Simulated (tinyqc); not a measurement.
Changing the hopping xi: Gupta-type many-body potential for a metal. Computed by tinyqc, a small Python program. Command: `OMP_NUM_THREADS=1 python tinyqc.py 3009817 3009818 out.jsonl gupta sweep`. One thread of a shared host (Intel(R) Xeon(R) Processor @ 2.30GHz), about 0.01 s of CPU time with the checks.

E_i = sum_j A exp(-p (r_ij/r0 - 1)) - xi rho_i^gamma, with rho_i = sum_j exp(-2 q (r_ij/r0 - 1)); gamma = 1/2 is the tight-binding second-moment form. The crystal is fcc unless stated; d is the neighbour distance and a fixed number of shells is kept.

Inputs (values chosen for the exercise, modelled on copper):
```
quantity                   value      unit
repulsion A               0.0831        eV
decay p                     11.3         -
decay q                      2.3         -
reference distance r0      2.556  angstrom
shells kept                    5         -
embedding exponent gamma     0.5         -
```

Constants: 1 eV/angstrom^3 = 160.2176634 GPa.

Method:
- fcc shells: d sqrt(k), k = 1..5, with 12, 6, 24, 12, 24 atoms; Omega = d^3/sqrt2.
- Equilibrium: dE/dd = 0; B = d^2 E''(d)/(9 Omega).
- Repulsion and density of one neighbour in each shell, and their sums.
- Each neighbour j of the vacancy loses one repulsive term and one density term: E_v = sum_shells count x {-repulsion - xi [(rho - density)^gamma - rho^gamma]}. (The removed atom returns to a bulk-like site, so its own energy cancels.)

One run for each value; columns: (1) hopping xi (eV); (2) cohesive energy E_c (eV); (3) neighbour distance d (angstrom); (4) bulk modulus B (GPa); (5) vacancy energy E_v (eV):
```
(1)       (2)     (3)     (4)     (5)
0.882  2.3423  2.6516   93.40  0.8681
1.010  2.7862  2.6115  113.09  1.0307
1.130  3.2175  2.5783  132.56  1.1884
1.260  3.6998  2.5460  154.71  1.3645
1.390  4.1968  2.5168  177.89  1.5455
1.510  4.6678  2.4922  200.16  1.7168
1.640  5.1905  2.4676  225.21  1.9066
1.760  5.6840  2.4466  249.15  2.0855
```

Over the rows, cohesive energy E_c (eV) rises from 2.34 to 5.68 (exponent d ln y / d ln x about 1.3 throughout); neighbour distance d (angstrom) falls from 2.65 to 2.45 (exponent d ln y / d ln x -0.11 between the first rows and -0.12 between the last); bulk modulus B (GPa) rises from 93.4 to 249 (exponent d ln y / d ln x about 1.4 throughout). With one shell E_c scales exactly as xi^(p/(p - 2 q gamma)), exponent 1.256: stronger attraction also shortens the bonds.
